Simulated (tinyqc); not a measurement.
Inside a calculation: averaged masses of warped heavy- and light-hole bands. Values are carried at full precision from step to step, so a last printed digit may differ when a step is redone from the rounded ones.

Constants: Ry = 13.60569312 eV; a0 (Bohr radius) = 0.5291772105 angstrom; kB = 8.617333262e-05 eV/K; hbar^2/2m0 = 3.80998211 eV angstrom^2.

Parameters, chosen for this exercise (near those of GaAs; the results hold for these values, not for the real material): g1 = 6.99 (Luttinger gamma1); g2 = 2.06 (gamma2); g3 = 2.93 (gamma3); eps = 12.82 (dielectric constant); mso = 0.168 m0 (split-off mass); Dso = 0.341 eV (spin-orbit splitting); T = 400 K (temperature).

## Other forms of the parameters

Dresselhaus-Kip-Kittel form E = c [A k^2 -/+ sqrt(B^2 k^4 + C^2 (kx^2 ky^2 + ky^2 kz^2 + kz^2 kx^2))] with A = g1, B = 2 g2, C^2 = 12 (g3^2 - g2^2). Spherical form: mu = (6 g3 + 4 g2)/(5 g1), delta = (g3 - g2)/g1, masses 1/(g1 (1 -/+ mu)). Effective rydberg R* = Ry/(g1 eps^2) and radius a* = a0 g1 eps.

A, B, |C|: 6.990  4.120  7.218

mu, delta: 0.7388  0.1245

spherical masses, heavy and light (m0): 0.5476  0.0823

R* = 11.84 meV
a* = 47.4 angstrom

delta/mu = 0.17 measures the warping against the spherical splitting.

## Masses along six directions

Four-band hole energies E = c k^2 f(u), c = hbar^2/2m0, f = g1 -/+ 2 sqrt(g2^2 + 3 (g3^2 - g2^2) s), s = ux^2 uy^2 + uy^2 uz^2 + uz^2 ux^2 for the unit vector u; minus for heavy, plus for light holes; the mass along u is 1/f.

Give s and both masses.

Masses (m0):

| direction | s | heavy | light |
|---|---|---|---|
| [100] | 0.00000 | 0.3484 | 0.0900 |
| [110] | 0.25000 | 0.6610 | 0.0802 |
| [111] | 0.33333 | 0.8850 | 0.0778 |
| [310] | 0.09000 | 0.4281 | 0.0859 |
| [211] | 0.25000 | 0.6610 | 0.0802 |
| [411] | 0.10185 | 0.4406 | 0.0854 |

The heavy mass grows by a factor of 2.54 from [100] to [111] while the light one shrinks by 14 %; 1/m_heavy + 1/m_light = 2 g1 in every direction.

## Density-of-states masses from three directions

m_d^(3/2) is the angular mean of m(u)^(3/2). The rule mean = (10 F[100] + 16 F[110] + 9 F[111])/35 is exact for cubic harmonics up to sixth order. Total m_d = (m_h^(3/2) + m_l^(3/2))^(2/3).

m^(3/2):

| direction | heavy | light |
|---|---|---|
| [100] | 0.20567 | 0.02700 |
| [110] | 0.53737 | 0.02272 |
| [111] | 0.83250 | 0.02171 |

m_d heavy, light (m0): 0.6454  0.0825

total = 0.6649 m0
share of light holes = 4.4 %

## Averages on a grid

Grid: n x n midpoints in cos(theta) from 0 to 1 and phi from 0 to pi/2, equal weights. m_d = <f^(-3/2)>^(2/3). Conductivity mass for one scattering time: 1/m_c = <|w|^2 f^(-5/2)>/<f^(-3/2)> with w = grad_k(k^2 f)/(2 k), that is |w|^2 = f^2 + |angular gradient of f|^2/4.

Use n = 40.

m_d heavy, light (m0): 0.6056  0.0821

m_c heavy, light (m0): 0.4742  0.0815

The three-direction rule differs from the grid by +6.57 % for heavy holes. Warping makes m_c of the heavy holes 22 % smaller than m_d; on a sphere the two are equal.

## Effective density of states

Nv = 2 (kT/(4 pi c))^(3/2) [m_h^(3/2) + m_l^(3/2) + mso^(3/2) exp(-Dso/kT)], c = hbar^2/2m0, parabolic bands, m_h and m_l the density-of-states masses from the grid; 1 angstrom^-3 = 1e24 cm^-3.

prefactor = 3.8635e+19 cm^-3

the three terms: 0.47128  0.02351  0.00000

Nv = 1.912e+19 cm^-3

shares (%): 95.2  4.8  0.0

kT/Dso = 0.10, small enough for the four-band form.

## Checks

- m_d and m_c of heavy holes for g2 = g3 against 1/(g1 - 2 g3): they agree to 1e-10 or better.
- m_d of heavy holes on grids of 40 and 160: both 0.6056.

(tinyqc, `OMP_NUM_THREADS=1 python tinyqc.py 1080176 1080177 out.jsonl`, Intel(R) Xeon(R) Processor @ 2.30GHz, 1 thread, shared host, about 0.03 s.)
